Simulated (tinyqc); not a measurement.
Bandgap voltage reference from two bipolar transistors: output against temperature.

Two transistors of area 1 and N carry the same current I. Is(T) = Is (T/T0)^eta exp[(Vg0 q/kB)(1/T0 - 1/T)], VBE1 = Vt ln(I/Is(T)) + I rb, VBE2 = Vt ln(I/(N Is(T))) + I rb/N. The amplifier forces I R1(T) = VBE1 - VBE2 + Vos, with R(T) = R (1 + tc (T - T0)) for both resistors, and the output is Vref = VBE1 + I R2(T). Base currents and the Early effect are neglected.

Vt = kB T/q; I = (Vt ln N + Vos)/(R1(T) - rb (1 - 1/N)).

Inputs (values chosen for the exercise); values of the order met in silicon bipolar transistors: reference temperature T0 = 300 K; band-gap voltage extrapolated to 0 K Vg0 = 1.206 V; temperature exponent of the saturation current eta = 3; saturation current of the unit transistor at T0 Is = 3.8e-16 A; area ratio of the second transistor N = 8; resistor across which the difference of VBE falls, at T0 R1 = 2.3 kohm; temperature coefficient of both resistors tc = 0 ppm/K; offset of the amplifier Vos = 0 mV; series resistance of the unit transistor rb = 0 ohm; output resistor at T0 R2 = 25.94 kohm.

Constants: q = 1.602176634e-19 C, kB = 1.380649e-23 J/K. Results are converted to the units shown.

Result of one run:

| T (K) | I (uA) | VBE1 (V) | I R2 (V) | Vref (V) | Vref - Vref(T0) (mV) | dVref/dT (uV/K) |
|---|---|---|---|---|---|---|
| 218 | 16.98 | 0.8083 | 0.4406 | 1.249 | 0.3740 | 24.41 |

What becomes of these results when the temperature T is changed from 218 to 323 K, all else the same?

Result of the changed run:

| T (K) | I (uA) | VBE1 (V) | I R2 (V) | Vref (V) | Vref - Vref(T0) (mV) | dVref/dT (uV/K) |
|---|---|---|---|---|---|---|
| 323 | 25.16 | 0.5949 | 0.6528 | 1.248 | -0.8523 | -43.34 |

The whole series:

| T (K) | I (uA) | VBE1 (V) | I R2 (V) | Vref (V) | Vref - Vref(T0) (mV) | dVref/dT (uV/K) |
|---|---|---|---|---|---|---|
| 218 | 16.98 | 0.8083 | 0.4406 | 1.249 | 0.3740 | 24.41 |
| 233 | 18.15 | 0.7783 | 0.4709 | 1.249 | 0.6532 | 12.95 |
| 253 | 19.71 | 0.7380 | 0.5113 | 1.249 | 0.7683 | -1.246 |
| 273 | 21.27 | 0.6974 | 0.5517 | 1.249 | 0.6106 | -14.36 |
| 298 | 23.22 | 0.6463 | 0.6023 | 1.249 | 0.06007 | -29.46 |
| 323 | 25.16 | 0.5949 | 0.6528 | 1.248 | -0.8523 | -43.34 |
| 348 | 27.11 | 0.5431 | 0.7033 | 1.246 | -2.099 | -56.19 |
| 373 | 29.06 | 0.4910 | 0.7538 | 1.245 | -3.655 | -68.15 |
| 398 | 31.01 | 0.4387 | 0.8043 | 1.243 | -5.500 | -79.33 |
| 423 | 32.96 | 0.3860 | 0.8549 | 1.241 | -7.615 | -89.83 |

VBE1 falls by 2.06 mV/K on average and I R2 rises by 2.02 mV/K. The slope of Vref vanishes at T = 251 K. Between 233 and 398 K Vref spans 6.27 mV, or 30.5 ppm/K by the box method (span over the average over T, over 165 K).

Program tinyqc, `OMP_NUM_THREADS=1 python tinyqc.py 2062020 2062021 out.jsonl`; Intel Xeon 2.30GHz, shared host, one thread, about 0.03 s.
